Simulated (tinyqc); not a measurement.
Worked calculation: chemically amplified photoresist: aerial image, acid generation, bake, development and line width. Computed by tinyqc, a small Python program that keeps every step. Command: `OMP_NUM_THREADS=1 python tinyqc.py 3010360 3010361 out.jsonl resist walk`. One thread of a shared host (Intel(R) Xeon(R) Processor @ 2.30GHz), about 0.02 s of CPU time with the checks. Intermediate numbers are printed to about 6 digits and carried at full precision; extremes and crossings named in words are read from the listed rows.

Lines and spaces of pitch p with a two-beam-like image; x = 0 is the middle of the bright space. The resist is positive and treated as uniform in depth.

Inputs (values chosen for the exercise, for a model resist at 248 nm): pitch p = 280 nm; image contrast c = 0.9; mean dose E = 11.7 mJ/cm^2; Dill parameter C = 0.021 cm^2/mJ; quencher load q, relative to the acid generator = 0.2; acid diffusivity D = 3.2 nm^2/s; bake time t = 60 s; amplification rate k_amp = 0.086 1/s; threshold protection m_th = 0.61; development selectivity n = 3; largest rate r_max = 460 nm/s; smallest rate r_min = 0.13 nm/s; resist thickness d = 240 nm; development time t_d = 45 s; photon energy = 5 eV; absorption coefficient alpha = 0.45 1/um.

## Acid image and its blur

Dose E(x) = E [1 + c cos(2 pi x/p)]; acid h = 1 - exp(-C E(x)). Bake: the acid image is blurred by a Gaussian of variance sigma^2 = 2 D t (each Fourier term k of h, taken on 64 points, is multiplied by exp(-4 pi^2 k^2 D t/p^2)). Cosine coefficients: h(x) = sum_k h_k cos(2 pi k x/p).

diffusion length sigma = sqrt(2 D t) = 19.5959 nm

h_0 to h_4 before the bake: [0.208252, 0.174018, -0.009601, 0.000353, -0.000010]

h_0 to h_4 after the blur: [0.208252, 0.157981, -0.006521, 0.000148, -0.000002]

blur factor of the first harmonic = 0.907845

sigma/p = 0.070; the blur keeps 91 % of the modulation.

## From image to dissolution rate

The quencher then removes q, h_eff = max(h_blurred - q, 0); protection m = exp(-k_amp t h_eff). Mack rate r = r_max (a + 1)(1 - m)^n/(a + (1 - m)^n) + r_min, a = ((n + 1)/(n - 1))(1 - m_th)^n.

Across half a pitch:
```
x/p   x (nm)  dose (mJ/cm^2)  blurred acid  protection m  rate (nm/s)
0.00       0         22.2300      0.359858       0.43829  3.08366e+02
0.05      14         21.7146      0.353312       0.45335  2.98214e+02
0.10      28         20.2189      0.334002       0.50085  2.63480e+02
0.15      42         17.8894      0.302987       0.58777  1.91165e+02
0.20      56         14.9539      0.262227       0.72536  7.66243e+01
0.25      70         11.7000      0.214772       0.92661  1.83876e+00
0.30      84          8.4461      0.164829       1.00000  1.30000e-01
0.35      98          5.5106      0.117551       1.00000  1.30000e-01
0.40     112          3.1811      0.078475       1.00000  1.30000e-01
0.45     126          1.6854      0.052640       1.00000  1.30000e-01
0.50     140          1.1700      0.043600       1.00000  1.30000e-01
```

The dose varies by a factor 19.00 across the pattern and the rate by 2370.

## Space width and dose latitude

Edge: vertical development clears the film where r t_d >= d; the space width is twice the x where r = d/t_d. Dose sensitivity = d ln(width)/d ln E from widths at 1.005 E and E/1.005; image log-slope at the edge = |d ln E/dx|, normalised by the width (NILS); latitude for 10 % of width = 10 %/sensitivity.

space width = 135.980 nm

dose sensitivity = 0.806223

NILS = 2.63646

dose latitude = 12.4035 %

At the same width a resist without blur would give a sensitivity 2/NILS = 0.759; the blur multiplies it by 1.06. Caution: lateral development, standing waves and the joint diffusion of acid and quencher are left out, so widths are indicative.

## Photon statistics at the edge

The edge lies at x = width/2. Absorbed photons per volume N = E(edge) alpha/(photon energy), 1 mJ/cm^2 = 62.41509 eV/nm^2, alpha in 1/nm; a Gaussian blur averages over a volume V = (2 sqrt(pi) sigma)^3; relative noise 1/sqrt(N V); edge noise sigma_x = (dh/d ln E) noise/|dh/dx|, with both derivatives of the blurred acid at the edge.

absorbed photons N = 0.0683902 1/nm^3

photons in the blur volume = 22924.8

edge noise from photons = 0.362022 nm

Caution: the noise counts photons alone (acid and quencher statistics add to it) and takes the film as thicker than the blur; a thinner film averages in two dimensions only.

## Blur against noise

For each sigma the edge is held at x = p/4; N is taken at the mean dose; edge noise = (dh/d ln E)/(sqrt(N V) |dh/dx|), both derivatives taken of the blurred acid, V = (2 sqrt(pi) sigma)^3, N = E alpha/(photon energy), 1 mJ/cm^2 = 62.41509 eV/nm^2.

Trade-off:
```
sigma/p  sigma (nm)  blur factor  photons in V  edge noise (nm)
0.02            5.6     0.992135   5.14158e+02          2.19419
0.04           11.2     0.968911   4.11327e+03          0.78748
0.07           19.6     0.907808   2.20445e+04          0.35586
0.10           28.0     0.820869   6.42698e+04          0.22545
0.14           39.2     0.679167   1.76356e+05          0.16067
0.18           50.4     0.527530   3.74821e+05          0.14004
0.22           61.6     0.384667   6.84345e+05          0.14137
0.27           75.6     0.237168   1.26502e+06          0.16834
0.33           92.4     0.116531   2.30966e+06          0.25348
```

The noise is least near sigma/p = 0.18 among these rows. More diffusion averages over more photons (noise falls as sigma^(-3/2)) until it erases the image slope (factor exp(-2 pi^2 sigma^2/p^2)); for a pure cosine the two balance at sigma/p = sqrt(3/8)/pi = 0.195. Caution: for a film thinner than the blur the noise falls as 1/sigma only, and the optimum moves to sigma/p = 1/(2 pi) = 0.159.

Checks made by the program: sensitivity 2/NILS in the limit of no diffusion (relative difference 9e-07).
